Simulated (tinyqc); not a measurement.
Gate length: charge control and current of a heterostructure field-effect transistor. Computed by tinyqc, a small Python program. Command: `OMP_NUM_THREADS=1 python tinyqc.py 3011428 3011429 out.jsonl hemt walk`. One thread of a shared host (Intel(R) Xeon(R) Processor @ 2.30GHz), about 0.01 s of CPU time with the checks.

Two subbands in a triangular well; E_F is counted from the conduction band edge of the channel at the interface.

Inputs (values chosen for the exercise, modelled on AlGaN/GaN): channel mass m = 0.21 m_0; permittivity eps (barrier and channel) = 9.78; barrier thickness d = 8 nm; Schottky barrier phi_B = 1.1 eV; conduction band offset dE_c = 0.5 eV; polarisation charge sigma/e = 1.9e+13 1/cm^2; gate voltage V_G = 0 V; mobility mu = 2000 cm^2/(V s); saturation velocity v_s = 1.4 1e7 cm/s; gate length L = 42 nm; source resistance R_S = 0 ohm mm; temperature T = 400 K; mixing = 0.5; iteration cap = 200.

Charge source: polarisation. Velocity law: smooth.

Constants: e = 1.602176634e-19 C; eps_0 = 8.8541878128e-12 F/m; k_B = 8.617333262e-05 eV/K; hbar = 1.054571817e-34 J s; m_0 = 9.1093837015e-31 kg; k_B = 1.380649e-23 J/K.

Method:
- Threshold V_T = phi_B - dE_c - sigma d/(eps eps_0) (in volts); C_b = eps eps_0/d.
- Charge control: n_s = C_b (V_G - V_T - E_F/e)/e. Well: mean field F = e n_s/(2 eps eps_0), E_i = (hbar^2/2m)^(1/3) [(3 pi e F/2)(i + 3/4)]^(2/3), i = 0, 1; n_s = D k_B T sum_i ln(1 + exp((E_F - E_i)/k_B T)), D = m/(pi hbar^2), which is solved in closed form for E_F.
- Iteration from n_s = C_b (V_G - V_T)/(2e): E_F from n_s, n_out from the charge control, n_new = n_s + mixing (n_out - n_s), kept above n_s/10; stop when |n_out/n_s - 1| < 1e-9.
- C_g = e dn_s/dV_G = 1/(1/C_b + 1/C_q), 1/C_q = d(E_F/e)/d(e n_s) by a central difference of +/- 0.1 % in n_s; added distance dd = eps eps_0/C_q.
- With V = e n_s/C_g and V_c = v_s L/mu: for v = mu F/(1 + mu F/v_s), V_Dsat = V_c (sqrt(1 + 2V/V_c) - 1) and I/W = C_g v_s (V - V_Dsat); g_m = dI/dV; extrinsic g_m/(1 + g_m R_S); f_T = g_m/(2 pi C_g L).

sheet density n_s = 1.19925e+13 1/cm^2

gate capacitance C_g = 0.907364 microfarad/cm^2

V = 2.11757 V

Scaling; the last columns are v_s/(2 pi L) and mu V/(2 pi L^2):
```
L (nm)  I/W (mA/mm)  g_m (mS/mm)  extrinsic g_m (mS/mm)   f_T (GHz)  velocity limit (GHz)  mobility limit (GHz)
30           2336.9       1181.1                 1181.1  6.9055e+02                742.72            7.4894e+04
60           2204.9       1144.4                 1144.4  3.3456e+02                371.36            1.8723e+04
120          2031.5       1093.2                 1093.2  1.5979e+02                185.68            4.6809e+03
250          1796.3       1017.3                 1017.3  7.1373e+01                 89.13            1.0785e+03
500          1525.3        919.3                  919.3  3.2251e+01                 44.56            2.6962e+02
1000         1218.1        791.9                  791.9  1.3890e+01                 22.28            6.7404e+01
2000          900.4        637.1                  637.1  5.5878e+00                 11.14            1.6851e+01
5000          526.4        415.8                  415.8  1.4587e+00                  4.46            2.6962e+00
```

What follows from these numbers?

f_T scales as L^-1.05 at the short end and L^-1.47 at the long end; the two limits cross at L = mu V/v_s = 3030 nm. g_m tends to C_g v_s = 1270 mS/mm. Fringe capacitances and short-channel effects, left out, lower f_T once L is below about ten barrier thicknesses.

Extremes, crossings and ranges named in words are read from the listed rows.
